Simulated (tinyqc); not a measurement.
Worked calculation: Franz-Keldysh effect at a direct gap. Values are carried at full precision from step to step, so a last printed digit may differ when a step is redone from the rounded ones.

Parabolic bands, vertical transitions, no excitons. For each hole band j: mr = me mj/(me + mj); joint density of states J_j(E) = (mr/c)^(3/2) sqrt(E - Eg)/(2 pi^2), both spins, c = hbar^2/2m0; averaged matrix element |e.p|^2 = m0 Ep/6; alpha_j(E) = 4 pi^2 alpha_f c Ep J_j/(3 nr E) in 1/angstrom (alpha_f the fine-structure constant, listed as alpha among the constants), times 1e8 for 1/cm.

In a field Fd (1 kV/cm = 1e-5 V/angstrom) the electro-optic energy of band j is th = (c (e Fd)^2/mr)^(1/3), and sqrt(E - Eg) in J_j is replaced by pi sqrt(th) [Ai'(b)^2 - b Ai(b)^2] with b = (Eg - E)/th; Ai is the Airy function.

Constants: hbar^2/2m0 = 3.80998211 eV angstrom^2; fine-structure constant alpha = 0.007297352564.

Values chosen for the exercise (near those of InP; shifted at random, so the results belong to these values and not to a real crystal): Eg = 1.383 eV (direct gap); me = 0.0812 m0 (electron mass); mhh = 0.613 m0 (heavy-hole mass); mlh = 0.0862 m0 (light-hole mass); Ep = 21 eV (Kane energy); nr = 3.46 (refractive index); Fd = 44 kV/cm (uniform field); E = 1.399 eV (photon energy); L = 39 micrometre (length of a waveguide).

## Electro-optic energy and length

For each hole band give mr, th and the length th/(e Fd).

Scales:
```
hole   mr (m0)  th (meV)  length (angstrom)
heavy  0.07170    21.749               49.4
light  0.04181    26.032               59.2
```

The light-hole pair has th larger by a factor 1.197, the cube root of the ratio of reduced masses.

## Airy factors at E

Ai is the Airy function, th the electro-optic energy of each hole band from the table (its other columns are not needed here), b = (Eg - E)/th with th in eV; the factor takes the place of sqrt(E - Eg) in the joint density of states.

Form b, Ai(b), Ai'(b) and the factor pi sqrt(th) [Ai'^2 - b Ai^2] for each band, beside sqrt(E - Eg) (zero below the gap).

Factors:
```
hole         b   Ai(b)   Ai'(b)  factor (eV^(1/2))  without field
heavy  -0.7357  0.5159  -0.1315            0.09874         0.1265
light  -0.6146  0.4974  -0.1730            0.09224         0.1265
```

## Absorption with and without the field

Put the factors in place of sqrt(E - Eg) in alpha_j and add the bands; a waveguide of length L changes its transmission by 4.343 (alpha(F) - alpha(0)) L dB.

alpha_j in the field (1/cm): heavy 2.05e+03, light 853

alpha(F) = 2.90e+03 1/cm
alpha(0) = 3795 1/cm
change of loss = -15.1 dB

Without the field the loss over L is 64 dB, so this energy is of no use for a modulator. Above the gap the field lowers the absorption at this energy; the sign alternates with energy (Franz-Keldysh oscillations). Excitons, which add a sharp peak at low field, are left out.

## Checks

- Airy factor at b = -40 against the zero-field limit sqrt(-b): 6.33 against 6.32.

Program tinyqc; command `OMP_NUM_THREADS=1 python tinyqc.py 1650728 1650729 out.jsonl`; about 0.01 s on one thread of a shared Intel(R) Xeon(R) Processor @ 2.30GHz.
